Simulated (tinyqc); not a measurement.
Worked calculation: physical sputtering: collision-cascade yield, angular dependence, faceting and resputtering in deposition. Computed by tinyqc, a small Python program that keeps every step. Command: `OMP_NUM_THREADS=1 python tinyqc.py 3011903 3011904 out.jsonl sputter walk`. One thread of a shared host (Intel(R) Xeon(R) Processor @ 2.30GHz), about 0.01 s of CPU time with the checks. Intermediate numbers are printed to about 6 digits and carried at full precision; extremes and crossings named in words are read from the listed rows.

Ions start collision cascades; atoms that reach the surface with more than U leave. The target is amorphous or fine-grained.

Inputs (values chosen for the exercise, modelled on neon ions on copper):
```
quantity                                                  value     unit
ion Z1                                                       10        -
ion mass M1                                                20.2        u
target Z2                                                    29        -
target mass M2                                            63.55        u
surface binding energy U                                   3.49       eV
target density N                                           84.9   1/nm^3
fit factor Q                                               0.93        -
ion energy E                                               2400       eV
current density J                                           2.9  mA/cm^2
angular exponent f                                          1.6        -
angle of the largest yield                                   71  degrees
angle of incidence                                           20  degrees
deposition rate over sputter rate on a flat surface, D/S      5        -
```

Constants: e = 1.602176634e-19 C.

## Yield at normal incidence

gamma = 4 M1 M2/(M1 + M2)^2; threshold E_th = 6.7 U/gamma for M1 >= M2, else U (1 + 5.7 M1/M2)/gamma. eps = 0.03255 M2 E/(Z1 Z2 (M1 + M2) z), z = (Z1^(2/3) + Z2^(2/3))^(1/2), E in eV; s_n = 3.441 sqrt(eps) ln(eps + 2.718)/(1 + 6.355 sqrt(eps) + eps (6.882 sqrt(eps) - 1.708)); S_n = 84.78 Z1 Z2 M1 s_n/((M1 + M2) z) in eV angstrom^2; alpha = 0.249 (M2/M1)^0.56 + 0.0035 (M2/M1)^1.5 for M1 <= M2, else 0.0875 (M2/M1)^(-0.15) + 0.165 M2/M1; Y0 = 0.042 Q alpha S_n/U [1 - sqrt(E_th/E)]^2.5 (the electronic-loss factor of the full formula is dropped). Erosion rate = Y0 J/(e N); 1 cm^2 = 1e14 nm^2.

energy transfer factor gamma = 0.732078

threshold E_th = 13.4046 eV

reduced energy eps = 0.0544732

nuclear stopping S_n = 522.355 eV angstrom^2

alpha = 0.492624

yield Y0 = 2.37167 atoms per ion

erosion rate = 303.379 nm/min

The threshold factor is 0.824; the energy cost is 1010 eV per removed atom, 290 times U.

## Oblique incidence

Angular law: Y/Y0 = t^f exp(-f cos(a_opt)(t - 1)), t = 1/cos(angle), largest at a_opt. A plane tilted by the angle recedes along the beam at a speed proportional to Y(angle), and along its own normal as Y cos(angle).

Y/Y0 at the angle = 1.06833

yield at the angle = 2.53372 atoms per ion

normal speed relative to a flat surface = 1.00390

largest Y/Y0 = 2.04706

## Deposition with resputtering

With a directional flux, net growth along the beam is D - S Y(angle)/Y0. Slopes where Y/Y0 exceeds D/S are etched: solve Y/Y0 = D/S below a_opt, if the largest Y/Y0 exceeds D/S. The normal speed is largest where f (1 - cos(a_opt)/cos(angle)) = 1, cos(angle) = f cos(a_opt)/(f - 1), or at angle 0 if this exceeds 1.

Angle of zero net growth: none: every slope grows

angle of the largest normal speed = 29.7520 degrees

Deposition outweighs sputtering at every angle, so no slope is cut back.

## Yield over energy

The formulas are those given above.

Normal incidence:
```
E (eV)          eps  S_n (eV angstrom^2)       Y0  Y0 per keV
50      1.13486e-03              151.143  0.13457     2.69131
100     2.26971e-03              199.487  0.35184     3.51844
200     4.53943e-03              257.959  0.67249     3.36244
300     6.80914e-03              296.576  0.90308     3.01027
500     1.13486e-02              349.144  1.23108     2.46216
1000    2.26971e-02              425.283  1.72387     1.72387
2000    4.53943e-02              502.626  2.23837     1.11918
5000    1.13486e-01              593.947  2.86712     0.57342
10000   2.26971e-01              638.259  3.20570     0.32057
30000   6.80914e-01              613.548  3.20682     0.10689
100000  2.26971e+00              435.497  2.33219     0.02332
```

The yield per keV peaks at 100 eV among these rows, 7 times the threshold, the most economical range for removing atoms. Y0 varies as E^1.39 between the first rows and as E^-0.26 at the end; it peaks near 30000 eV, close to the broad maximum of nuclear stopping. Caution: the electronic-loss factor, dropped here, would lower the yields at the highest energies slightly.

Checks made by the program: position of the angular maximum (relative difference below 1e-10).
